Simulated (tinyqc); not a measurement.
# Worked calculation: MOS capacitor on an n-type substrate, surface potential from the exact charge relation

Computed by the program tinyqc: `OMP_NUM_THREADS=1 python tinyqc.py 2060015 2060016 out.jsonl`, one thread of a shared Intel Xeon 2.30GHz, about 0.01 s for the whole run. Printed values are rounded.

Uniform n-type substrate, Boltzmann statistics, full ionisation, classical densities. psi is the surface potential against the body (positive when the bands bend down) and u = -psi/Vt. Traps are spread evenly over the gap and neutral at flat band, so their charge is -q Dit psi; the minority quasi-Fermi level is shifted by Vb.

Inputs (values chosen for the exercise); band and dielectric values close to those of gallium arsenide:
- T = 400 K (temperature)
- Eg = 1.45 eV (band gap)
- eps_r = 13 (relative permittivity)
- Nc = 6.88e17 cm^-3 (conduction-band density of states at T)
- Nv = 1.37e19 cm^-3 (valence-band density of states at T)
- chi = 4.01 eV (electron affinity)
- N = 3.9e15 cm^-3 (donor density of the substrate)
- eox = 3.9 (relative permittivity of the gate insulator (close to silicon dioxide))
- tox = 3.7 nm (insulator thickness)
- phiM = 4.76 eV (gate work function)
- Nf = -1.6e11 cm^-2 (fixed charge at the interface, in units of q)
- Dit = 0 cm^-2 eV^-1 (density of interface traps)
- Vb = 1.7 V (reverse bias of the inversion layer against the body)
- Vg = 1.13 V (gate voltage against the body)

Constants: q = 1.602176634e-19 C, kB = 1.380649e-23 J/K, Vt = kB T/q, eps0 = 8.8541878128e-14 F/cm where lengths are in cm. Results are converted to the units shown.

Range of the model: At this gate voltage the surface density exceeds 0.3 of the band density of states, so degeneracy and confinement would lower the charge and capacitance.

## Flat band, threshold and scales

ni = sqrt(Nc Nv) exp(-Eg/(2 Vt)), Eg in volts; phiF = Vt ln(N/ni); Cox = eps0 eox/tox; Vfb = phiM - chi - Vt ln(Nc/N) - q Nf/Cox; Q0 = sqrt(2 eps0 eps_r q N Vt); r = (ni/N)^2 exp(-Vb/Vt); VT = Vfb - [(2 phiF + Vb)(1 + q Dit/Cox) + sqrt(2 eps0 eps_r q N (2 phiF + Vb))/Cox].

ni = 2.25194e9 cm^-3
phiF = 0.495141 V
Cox = 0.933279 uF/cm^2
Vfb = 0.599164 V
Q0 = 7.04150 nC/cm^2
r = 1.27036e-34
VT = -2.15777 V

## Starting value

psi = -Vt (just off flat band).

psi at the start = -0.0344693 V

## Iteration 1: Newton step for the surface potential

u = -psi/Vt; F^2 = exp(-u) + u - 1 + r (exp(u) - u - 1); Qs = +sign(u) Q0 F; Cs = -dQs/dpsi = (Q0/Vt) |1 - exp(-u) + r (exp(u) - 1)|/(2 F). f = Vfb + psi + (q Dit psi - Qs)/Cox - Vg, f' = 1 + (Cs + q Dit)/Cox, psi(new) = psi - f/f'.

u = 1
F = 0.606531
Qs = 4.27088 nC/cm^2
Cs = 0.106451 uF/cm^2
f = -0.569881 V
f' = 1.11406
psi after iteration 1 = 0.477066 V

## Iteration 2: Newton step for the surface potential

As before.

u = -13.8403
F = 1012.46
Qs = -7129.26 nC/cm^2
Cs = 103.416 uF/cm^2
f = 7.58516 V
f' = 111.809
psi after iteration 2 = 0.409226 V

## Iteration 3: Newton step for the surface potential

As before.

u = -11.8722
F = 378.432
Qs = -2664.73 nC/cm^2
Cs = 38.6568 uF/cm^2
f = 2.73362 V
f' = 42.4204
psi after iteration 3 = 0.344784 V

## Course of the Newton iteration

Stop when the step is below 1e-10 V, or after 60 iterations.

Course of the iteration:
```
iteration,psi before the step (V),f (V),step (V)
1,-0.0344693,-0.570,0.512
2,0.477066,7.59,-0.0678
3,0.409226,2.73,-0.0644
4,0.344784,0.935,-0.0541
5,0.290642,0.271,-0.0321
6,0.258521,0.0478,-8.43e-3
7,0.250087,2.30e-3,-4.49e-4
8,0.249638,6.00e-6,-1.18e-6
9,0.249637,4.10e-11,-8.05e-12
```

Converged in 9 iterations.

## Charges, field and capacitances at the solution

converged psi = 0.249637 V

u = -psi/Vt; F^2 = exp(-u) + u - 1 + r (exp(u) - u - 1); Qs = +sign(u) Q0 F; Cs = -dQs/dpsi = (Q0/Vt) |1 - exp(-u) + r (exp(u) - 1)|/(2 F). Low frequency: 1/C_LF = 1/Cox + 1/(Cs + q Dit). High frequency, in the simple estimate in which traps and minority carriers do not follow: 1/C_HF = 1/Cox + 1/Cd, Cd being Cs with r = 0 at the same psi. Minority sheet density N_inv = (Q0/(2 q)) int_0^u r (exp(t) - 1)/F(t) dt for u > 0. Oxide field |Qs - q Dit psi + q Nf|/(eps0 eox).

Qs = -262.437 nC/cm^2
N_inv = 0 cm^-2
oxide field = 0.834233 MV/cm
Cs = 3.82667 uF/cm^2
C_LF/Cox = 0.803931
C_HF/Cox = 0.803931

The surface is in accumulation (borders at |psi| = 0, phiF + Vb and 2 phiF + Vb = 2.69 V).
